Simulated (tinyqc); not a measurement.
Trap density from the barrier height.

Problem. In a partly depleted grain with all boundary traps filled, 2 N W = Qt and VB = q N W^2/(2 eps0 eps_r). Find Qt, W and the doping at which VB would equal Vt.

Values chosen for this exercise:
- T = 300 K (temperature)
- eps_r = 11.7 (relative permittivity)

Constants: q = 1.602176634e-19 C, kB = 1.380649e-23 J/K, Vt = kB T/q, eps0 = 8.8541878128e-14 F/cm where lengths are in cm. Results are converted to the units shown.

doping = 3.4e18 cm^-3
barrier height = 0.10513415 V

Answer. Eliminating W gives VB = q Qt^2/(8 eps0 eps_r N), which falls as 1/N.

Qt = 4.300e12 cm^-2
W = 6.324 nm
doping for VB = Vt = 1.383e19 cm^-3

tinyqc, about 0.01 s, one thread, Intel Xeon 2.30GHz (shared host): `OMP_NUM_THREADS=1 python tinyqc.py 2830062 2830063 out.jsonl`
